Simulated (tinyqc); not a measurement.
# Hot electrons in a saturated n-channel MOSFET, lucky-electron model, step by step

Program tinyqc, `OMP_NUM_THREADS=1 python tinyqc.py 2550164 2550165 out.jsonl`; Intel Xeon 2.30GHz, shared host, one thread, about 0.01 s. Printed values are rounded.

Beyond pinch-off the lateral field grows as Esat cosh(y/l) over the velocity-saturated region (pseudo-two-dimensional model). Impact ionisation in this region gives the substrate current, which biases the body forward through Rsub. Currents are per width. Local-field laws: they overstate ionisation when the field peak is narrower than an energy relaxation length.

Values chosen for this exercise; values close to those of silicon n-channel devices:
- L = 0.8 um (channel length)
- tox = 17 nm (oxide thickness)
- xj = 320 nm (junction depth)
- VT = 0.73 V (threshold)
- mu = 340 cm^2/(V s) (effective mobility)
- vs = 7.8e6 cm/s (saturation velocity)
- Ai = 2e6 1/cm (ionisation prefactor)
- Bi = 1.64 MV/cm (ionisation field)
- Rd = 0 ohm um (resistance of the lightly doped drain)
- Rsub = 8100 ohm um (substrate resistance)
- kb = 0.34 (fall of VT per volt of forward body bias)
- lm = 7.5 nm (hot-electron mean free path)
- pb = 3.2 V (oxide barrier)
- Cg = 0.0024 (prefactor of the gate current)
- m = 2.9 (lifetime exponent)
- Hl = 3900 s uA/um (lifetime constant)
- Vd = 3.8 V (drain voltage)
- Vg = 2.2 V (gate voltage)

Constants: eps0 = 8.8541878128e-14 F/cm where lengths are in cm. Results are converted to the units shown.

## Length and field scales

Cox = 3.9 eps0/tox, l = sqrt(3 tox xj), Esat = 2 vs/mu.

Cox = 0.2031255 uF/cm^2
l = 127.7498 nm
Esat = 0.04588235 MV/cm
Esat L = 3.670588 V

## Iteration 1: body bias from the substrate current

Vb at the start = 0 V

Cox = 3.9 eps0/tox. Overdrive g = Vg - VT + kb Vb; Vdsat = g Esat L/(g + Esat L); Id = Cox vs (g - Vdsat); dV = Vd - Id Rd - Vdsat; Em = sqrt((dV/l)^2 + Esat^2); Isub = Id (Ai/Bi) l Em exp(-Bi/Em). Vb(new) = Rsub Isub.

Vdsat = 1.049640 V
Id = 66.60102 uA/um
dV = 2.750360 V
Em = 0.2201277 MV/cm
Isub = 0.1327735 uA/um
Vb after iteration 1 = 0.001075465 V

## Iteration 2: body bias from the substrate current

As before.

Vdsat = 1.049826 V
Id = 66.62942 uA/um
dV = 2.750174 V
Em = 0.2201134 MV/cm
Isub = 0.1327573 uA/um
Vb after iteration 2 = 0.001075334 V

## Course of the iteration: body bias from the substrate current

Stop when Vb changes by less than 1e-9 V, or after 60 iterations.

Course of the iteration:
```
iteration	Vb (V)	|change| (V)
1	0.001075465	1.08e-3
2	0.001075334	1.31e-7
3	0.001075334	1.59e-11
```

Converged in 3 iterations. The change falls from 0.0011 in the first iteration to below the tolerance in the last.

## Gate current, lifetime and channel shortening

Id = 66.62941 uA/um
dV = 2.750174 V
Em = 0.2201134 MV/cm
Isub = 0.1327573 uA/um

Ig = Cg Id exp(-pb/(lm Em)); lifetime tau = (Hl/Id)(Isub/Id)^(-m); length of the saturated region dL = l ln[(dV/l + Em)/Esat]. 1 year = 3.15576e7 s.

Isub/Id = 0.001992473
Ig = 6.102886e-4 pA/um
tau = 125.9089 years
dL = 287.4581 nm

The lifetime exceeds ten years. Integrating Ai exp(-Bi/E) over the cosh profile gives Isub/Id = 0.00183, so the closed form is 8.9 % above it.
